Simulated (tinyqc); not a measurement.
Ferroelectric with a first-order transition, Landau-Devonshire energy: depolarisation in a thin film.

One domain with free energy u = al P^2 + be P^4 + ga P^6 - E P, al = a0 (T - T0), be < 0 < ga (P in uC/cm^2, E in kV/cm, u in mJ/cm^3). Equilibrium: E = 2 al P + 4 be P^3 + 6 ga P^5; a state is stable against small changes where dE/dP > 0. The coercive field is that of uniform switching, which real films, switching by domains, do not reach.

Imperfect screening, an effective length ls = 0.008 nm at each electrode, adds the energy ls P^2/(eps0 t), so al becomes al + ls/(eps0 t) and T0 falls by ls/(eps0 a0 t) (short-circuited film, background permittivity neglected). Ps^2 = [-be + sqrt(be^2 - 3 al ga)]/(3 ga); Pc^2 = [-3 be + sqrt(9 be^2 - 15 al ga)]/(15 ga), Ec = -E(Pc); susceptibility chi = 1/(eps0 dE/dP). TC = T0 + be^2/(4 a0 ga), where u(Ps) = u(0); T1 = T0 + be^2/(3 a0 ga), where the polar minimum disappears.

Parameters, values chosen for the exercise:

| symbol | value | unit | meaning |
|---|---|---|---|
| a0 | 0.013 | kV cm/(uC K) | slope of the quadratic coefficient |
| T0 | 450 | K | Curie-Weiss temperature |
| be | -0.00061 | kV cm^5/uC^3 | quartic coefficient |
| ga | 2.5e-7 | kV cm^9/uC^5 | sixth-order coefficient |
| T | 445 | K | temperature |

Constants: eps0 = 8.8541878128e-14 F/cm where lengths are in cm. Results are converted to the units shown.

Depolarisation in a thin film:
```
t (nm),fall of T0 (K),Ps (uC/cm^2),depolarising field 2 ls Ps/(eps0 t) (kV/cm),u(Ps) (mJ/cm^3)
170,40.88,31.81,33.82,106.5
270,25.74,36.92,24.71,-132.7
420,16.55,38.63,16.62,-303.6
660,10.53,39.57,10.83,-423.2
1000,6.950,40.07,7.241,-497.1
1600,4.344,40.42,4.565,-551.9
2600,2.673,40.63,2.824,-587.6
4100,1.695,40.76,1.796,-608.7
6400,1.086,40.83,1.153,-621.8
```

As the film thickens from 170 to 6400 nm, Ps rises from 31.8 to 40.8 uC/cm^2 (bulk 41.0) and the depolarising field falls from 33.8 to 1.15 kV/cm. The polar state is the lowest for t > 207 nm and exists at all for t > 161 nm.

Computed by the program tinyqc: `OMP_NUM_THREADS=1 python tinyqc.py 2860105 2860106 out.jsonl`, one thread of a shared Intel Xeon 2.30GHz, about 0.01 s for the whole run.
